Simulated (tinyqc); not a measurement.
Vertical double-diffused power MOSFET, components of the on-resistance: one step of the calculation.

Stripe cells of pitch Wp + a, two channels a cell. Current flows through the channels, spreads in the accumulation layer, passes the gap between the p bodies and spreads at 45 degrees into the drift layer below them. Low drain voltage, full ionisation.

Task. Components of the on-resistance. Pitch p = Wp + a, Cox = 3.9 eps0/tox; zero-bias depletion in the gap w0 = sqrt(2 eps0 eps_r Vbi/(q N Nj)), open gap g = a - 2 w0; R_ch = Lc p/(2 mch Cox Vov); R_acc = 0.6 a p/(4 mac Cox Vov), 0.6 being an empirical factor for current leaving the layer along its length; R_gap = (rho/Nj) xp p/g; spreading depth t = min(W, (p - g)/2); R_drift = (rho p/2) ln((g + 2 t)/g) + rho (W - t); R_on = the sum with Rs.

Parameters, values chosen for the exercise; bulk values close to those of silicon: relative permittivity eps_r = 12; gate oxide thickness (eps_r 3.9) tox = 57 nm; gate overdrive Vov = 11 V; channel mobility mch = 230 cm^2/(V s); accumulation-layer mobility mac = 340 cm^2/(V s); channel length Lc = 1.3 um; width of the p body in one cell, channels included Wp = 3.6 um; gap between neighbouring p bodies a = 1.4 um; depth of the p body xp = 0.8 um; doping of the gap over the drift doping Nj = 2; built-in voltage of the body junction Vbi = 0.634 V; substrate and contact resistance Rs = 0.07 mohm cm^2.

Constants: q = 1.602176634e-19 C, eps0 = 8.8541878128e-14 F/cm where lengths are in cm. Results are converted to the units shown.

N = 2.2840980e16 cm^-3
W = 1.3198606 um
mu = 484.05556 cm^2/(V s)
rho = 0.56452043 ohm cm

Wanted: w0; g; components; R_on; shares.

Result.

w0 = 0.13567 um
g = 1.1287 um
components (mohm cm^2): channel 0.21204, accumulation 0.046342, gap 0.10003, drift 0.17015, substrate 0.070000
R_on = 0.59857 mohm cm^2
shares (%): channel 35.425, accumulation 7.742, gap 16.712, drift 28.426, substrate 11.695

The channel term is the largest. R_on is 8.03 times the ideal drift resistance, and spreading raises the drift term to 2.28 times it.

Program tinyqc, `OMP_NUM_THREADS=1 python tinyqc.py 2230066 2230067 out.jsonl`; Intel Xeon 2.30GHz, shared host, one thread, about 0.01 s.
